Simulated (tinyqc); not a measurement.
Equilibrium crystal shape, supported particles, Gibbs-Thomson effect and coarsening. From one set of inputs to another, one input at a time. Computed by tinyqc, a small Python program. Command: `OMP_NUM_THREADS=1 python tinyqc.py 3014985 3014986 out.jsonl wulff ladder`. One thread of a shared host (Intel(R) Xeon(R) Processor @ 2.30GHz), about 0.1 s of CPU time with the checks.

A cubic crystal bounded by {100}, {110} and {111} facets only.

The inputs printed are set A. Inputs not listed in the table keep their values of set A, so the rows need not describe a real material.

Inputs (values chosen for the exercise, for a model cubic crystal):

| quantity | value | unit |
|---|---|---|
| atomic volume Omega | 10.94 | angstrom^3 |
| atoms in the particle N | 740 | - |
| work of adhesion W_a | 0.68 | J/m^2 |
| temperature T | 1175 | K |

Surface energies: given.

surface energies gamma(100), gamma(110), gamma(111) (J/m^2): 2.32  2.28  1.9

Constants: e = 1.602176634e-19 C; k_B = 8.617333262e-05 eV/K.

Method:
- The energies and Omega are given.
- Wulff construction: the facet planes lie at distances lambda gamma from the centre, and the shape is the region inside all of them; V = (1/3) sum of area x distance. gamma_mean = sum A gamma / sum A; shape factor eta = A/V^(2/3) (4.836 for a sphere). lambda follows from V = N Omega.
- For the Wulff shape mu - mu(bulk) = 2 Omega gamma/h, with gamma and h = lambda gamma the energy and distance of any one facet plane, here (111); the vapour pressure rises by exp[(mu - mu(bulk))/(k_B T)].
- Winterbottom: the particle sits on its largest facet family, {111}, with energy gamma_f; the substrate plane cuts the shape at the distance lambda (gamma_f - W_a) below the centre. Height over that of the free particle at the same lambda = (2 gamma_f - W_a)/(2 gamma_f). An isotropic particle with gamma_mean has cos(theta) = W_a/gamma_mean - 1 (Young-Dupre); a film dewets into particles whenever W_a < 2 gamma.

Each row keeps all changes above it:

| input moved | from | to | mu - mu(bulk) (meV) | pressure ratio | relative height |
|---|---|---|---|---|---|
| set A | - | - | 239.7 | 10.7 | 0.8211 |
| work of adhesion W_a (J/m^2) | 0.68 | 0.73 | 239.7 | 10.7 | 0.8079 |
| temperature T (K) | 1175 | 975 | 239.7 | 17.3 | 0.8079 |
| atomic volume Omega (angstrom^3) | 10.94 | 22.64 | 389.3 | 102.9 | 0.8079 |
| atoms in the particle N | 740 | 1900 | 284.3 | 29.5 | 0.8079 |

mu - mu(bulk) goes from 240 to 284, a factor 1.19 in all. The largest single move comes from atomic volume Omega (a factor 1.62), and atoms in the particle N works against it (a factor 0.730). Pressure ratio goes from 10.7 to 29.5, a factor 2.76 in all. The largest single move comes from atomic volume Omega (a factor 5.93), and atoms in the particle N works against it (a factor 0.287). Relative height goes from 0.821 to 0.808, a factor 0.9840 in all. The largest single move comes from work of adhesion W_a (a factor 0.9840). The single moves hold for this order of the switches; the total does not depend on the order.

Caution (all rows): below a few thousand atoms edges and corners add to the energy and facets hold few atoms.

Extremes, crossings and ranges named in words are read from the listed rows.
